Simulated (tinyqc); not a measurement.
Input admittance of a MOSFET at zero drain bias: distributed channel and distributed gate: one step of the calculation.

Source and drain grounded, strong inversion, w = 2 pi f, Cox = eps0 eox/tox. The channel is an RC line of resistance 1/(mu Cox Vo) per square fed from both ends, so one finger has the intrinsic admittance y = i w Cox L tanh(g)/g per width, g = (1/2) sqrt(i w tau), tau = L^2/(mu Vo). The vertical resistance rv/L is in series with y, the overlaps 2 i w Cov in parallel: y_t = 1/(1/y + rv/L) + 2 i w Cov. The gate strip is a line of Rsh/L per length loaded by y_t, so a finger has Y = y_t Wf tanh(k)/k, k = (Wf/sd) sqrt(y_t Rsh/L); the device has Nf Y.

Question. Admittance of the channel and stack per width. tau, g, c = Cox L, y and y_t as defined.

Inputs (values chosen for the exercise); values of the order met in silicon radio-frequency transistors: relative permittivity of the gate insulator (close to silicon dioxide) eox = 3.9; insulator thickness tox = 4.1 nm; channel length L = 0.63 um; channel mobility mu = 140 cm^2/(V s); gate overdrive Vo = 0.78 V; vertical resistivity of the gate stack rv = 0 ohm um^2; overlap and fringe capacitance on each side Cov = 0.21 fF/um; frequency f = 11 GHz.

Constants: eps0 = 8.8541878128e-14 F/cm where lengths are in cm. Results are converted to the units shown.

Wanted: tau; g; c; y; y_t.

Answer.

tau = 36.35 ps
g = 0.5604+0.5604i
c = 5.306 fF/um
y = 72.2+348.6i uS/um
y_t = 72.2+377.6i uS/um

w tau = 2.51, and Im y is 0.951 of w c.

tinyqc, about 0.01 s, one thread, Intel Xeon 2.30GHz (shared host): `OMP_NUM_THREADS=1 python tinyqc.py 2262246 2262247 out.jsonl`
